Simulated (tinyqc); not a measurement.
Schottky emission and Poole-Frenkel conduction in an insulator, and how to tell them apart: two steps of the calculation.

Schottky emission (electrode-limited): J = As T^2 exp[-(pb - b sqrt(F))/Vt], b = sqrt(q/(4 pi eps0 ei)). Poole-Frenkel emission (bulk-limited): J = s0 F exp[-(pt - 2 b sqrt(F))/Vt]. F in V/cm.

Parameters, values chosen for the exercise; dielectric values close to those of aluminium oxide:
- T = 350 K (temperature)
- ei = 3.24 (high-frequency relative permittivity)
- es = 9.01 (static relative permittivity)
- pt = 1.09 eV (trap depth)
- s0 = 0.39 S/cm (Poole-Frenkel prefactor)
- pb = 1.25 eV (electrode barrier)
- As = 37 A/(cm^2 K^2) (Richardson constant)
- F = 1.1 MV/cm (field)

Constants: q = 1.602176634e-19 C, kB = 1.380649e-23 J/K, Vt = kB T/q, eps0 = 8.8541878128e-14 F/cm where lengths are in cm. Results are converted to the units shown.

Question 1. Both currents at one field. Lowerings b sqrt(F) and 2 b sqrt(F); the image-force maximum lies at sqrt(q/(16 pi eps0 ei F)) from the electrode.

Find: Schottky lowering; position of the barrier top; Poole-Frenkel lowering; J, Schottky; J, Poole-Frenkel.

Answer 1.

Schottky lowering = 221.11 meV
position of the barrier top = 1.0050 nm
Poole-Frenkel lowering = 442.21 meV
J, Schottky = 6.9328e-9 A/cm^2
J, Poole-Frenkel = 2.0170e-4 A/cm^2

Injection and bulk transport act in series, so the smaller capacity limits the current: here the electrode, by a factor of 29100.

Question 2. Which mechanism made these data. The data come from another sample of the same dielectric, in which one mechanism alone limits the current. Fit straight lines by least squares: ln J on sqrt(F) (Schottky plot, slope b/Vt) and ln(J/F) on sqrt(F) (Poole-Frenkel plot, slope 2 b/Vt), F in V/cm, and read a permittivity from each slope. The right mechanism gives a value near ei, and in any case between ei and es.

```
point  F (MV/cm)  J (A/cm^2)
0           0.94   1.753e-10
1            1.5    1.043e-9
2           2.07    4.657e-9
3           2.63    1.673e-8
4            3.2    5.381e-8
5           3.76    1.538e-7
```

Give: slope of the Schottky plot; permittivity read as Schottky; slope of the Poole-Frenkel plot; permittivity read as Poole-Frenkel.

Answer 2.

slope of the Schottky plot = 0.006990 (cm/V)^0.5
permittivity read as Schottky = 3.240
slope of the Poole-Frenkel plot = 0.005571 (cm/V)^0.5
permittivity read as Poole-Frenkel = 20.40

Both plots are nearly straight, so straightness decides nothing. Read as Schottky the data give 3.24, which matches ei = 3.24; read as Poole-Frenkel they give 20.4, above even the static value 9.01. The data were made by Schottky emission.

Computed by the program tinyqc: `OMP_NUM_THREADS=1 python tinyqc.py 2370161 2370162 out.jsonl`, one thread of a shared Intel Xeon 2.30GHz, about 0.01 s for the whole run.
